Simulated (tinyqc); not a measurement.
Worked calculation: CIS on RHF in the 3-21g basis, for H3-, spin multiplicity 1. The basis has no diffuse functions, so it cannot describe the extra electron: this is an exercise in the method, not the real anion. One step of it, computed by the program tinyqc.

Problem. CIS triplet states. Diagonalise A (1 hartree = 27.211386 eV); each vector has its largest component positive (the first on a tie).

CIS matrix A, triplet (hartree), order 1>3, 1>4, 1>5, 1>6, 2>3, 2>4, 2>5, 2>6:
$$\begin{pmatrix}
0.511362 & 0.020540 & 0.003012 & 0.116615 & 0.006971 & -0.002051 & -0.010621 & -0.005454 \\
0.020540 & 1.064672 & 0.011491 & -0.042387 & -0.002051 & 0.022769 & -0.079493 & -0.009266 \\
0.003012 & 0.011491 & 1.400512 & -0.016363 & -0.010621 & -0.079493 & -0.032153 & 0.099301 \\
0.116615 & -0.042387 & -0.016363 & 1.662356 & -0.005454 & -0.009266 & 0.099301 & 0.020300 \\
0.006971 & -0.002051 & -0.010621 & -0.005454 & 0.054750 & 0.017130 & 0.000303 & 0.056442 \\
-0.002051 & 0.022769 & -0.079493 & -0.009266 & 0.017130 & 0.669895 & -0.006685 & 0.023435 \\
-0.010621 & -0.079493 & -0.032153 & 0.099301 & 0.000303 & -0.006685 & 0.932120 & 0.015371 \\
-0.005454 & -0.009266 & 0.099301 & 0.020300 & 0.056442 & 0.023435 & 0.015371 & 1.297569
\end{pmatrix}$$

Give: triplet excitation energies; lowest vectors.

Solution.

triplet excitation energies (eV): [1.4009, 13.5498, 17.9081, 24.1322, 29.7262, 33.9540, 39.8831, 46.0682]

lowest vectors, order 1>3, 1>4, 1>5, 1>6, 2>3, 2>4, 2>5, 2>6:
$$\begin{pmatrix}
-0.0173 & 0.9927 & -0.0103 & -0.0316 & 0.0606 & -0.0244 \\
0.0026 & -0.0382 & -0.0542 & 0.3871 & 0.9121 & -0.0831 \\
0.0098 & -0.0031 & 0.1160 & 0.0513 & -0.0757 & -0.4848 \\
0.0052 & -0.1043 & 0.0091 & -0.0894 & 0.1149 & -0.0803 \\
0.9984 & 0.0184 & 0.0206 & -0.0033 & 0.0045 & 0.0466 \\
-0.0247 & 0.0087 & 0.9895 & -0.0061 & 0.0713 & 0.0999 \\
0.0001 & 0.0408 & 0.0216 & 0.9151 & -0.3646 & 0.0855 \\
-0.0457 & 0.0070 & -0.0578 & -0.0331 & 0.0860 & 0.8553
\end{pmatrix}$$
